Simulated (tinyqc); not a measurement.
Hot carriers by balance equations with a heated Maxwellian: one step, computed by the program tinyqc. Command: `OMP_NUM_THREADS=1 python tinyqc.py 3006436 3006437 out.jsonl hot walk`. One thread of a shared host (Intel(R) Xeon(R) Processor @ 2.30GHz), about 0.01 s of CPU time with the checks.

The carriers follow a Maxwellian at an electron temperature T_e, slightly displaced; the drift energy is neglected against k_B T_e. The balance averages the rate, not the time, so mu_0 lies below the relaxation-time value.

Task: Drift velocity. Parabolic band: E = hbar^2 k^2/(2 m), speed v = hbar k/m, states per spin, volume and energy g(E) = m k/(2 pi^2 hbar^2). Masses are multiplied by m_0 and all formulas are in SI units. Phonon occupation N_q = 1/(exp(hbar w/(k_B T)) - 1). Acoustic deformation potential (elastic, equipartition, absorption and emission together): 1/tau = 2 pi k_B T D_A^2 g(E)/(hbar rho v_l^2). Optical or intervalley deformation potential: 1/tau = (pi Z_f D_o^2/(rho w)) [N_q g(E + hbar w) + (N_q + 1) g(E - hbar w)], with g = 0 below the band edge. Averages over the Maxwellian, <y> = int y x^(1/2) exp(-x) dx / int x^(1/2) exp(-x) dx with x = E/(k_B T_e), split at x_0 = hbar w/(k_B T_e): 64 Gauss-Legendre points in sqrt(x) below it and 128 in sqrt(x - x_0) above it, up to x = 32. Momentum balance: mu(T_e) = e/(m nu), nu = <x (sum of rates)>/<x>. Power lost per carrier: P(T_e) = hbar w <emission rate - absorption rate> + <(2 m v_l^2/(k_B T)) (E - 2 k_B T) acoustic rate>. v = mu(T_e) F; warm-carrier coefficient (mu/mu_0 - 1)/F^2.

Inputs (values chosen for the exercise, modelled on electrons in silicon):

| quantity | value | unit |
|---|---|---|
| effective mass m | 0.322 | m_0 |
| density rho | 2329 | kg/m^3 |
| sound velocity v_l | 9290 | m/s |
| acoustic deformation potential D_A | 10 | eV |
| phonon energy hbar w | 59.7 | meV |
| optical or intervalley deformation potential D_o | 4.4 | 1e8 eV/cm |
| final valleys Z_f | 5 | - |
| lattice temperature T | 200 | K |
| electric field F | 0.38 | kV/cm |

Band: parabolic. Solver: Newton.

electron temperature T_e = 202.4284 K

low-field mobility mu_0 = 2462.298 cm^2/(V s)

Constants: k_B = 8.617333262e-05 eV/K; k_B = 1.380649e-23 J/K; e = 1.602176634e-19 C; hbar = 1.054571817e-34 J s; m_0 = 9.1093837015e-31 kg; hbar = 6.582119569e-16 eV s.

Give: mobility mu(T_e); drift velocity; mu/mu_0; (mu/mu_0 - 1)/F^2.

Result:

mobility mu(T_e) = 2433 cm^2/(V s)

drift velocity = 0.0925 1e7 cm/s

mu/mu_0 = 0.988

(mu/mu_0 - 1)/F^2 = -0.0821 cm^2/kV^2

Caution: the drift energy m v^2/2 is not small against the heating (3/2) k_B (T_e - T), so T_e - T is rough.
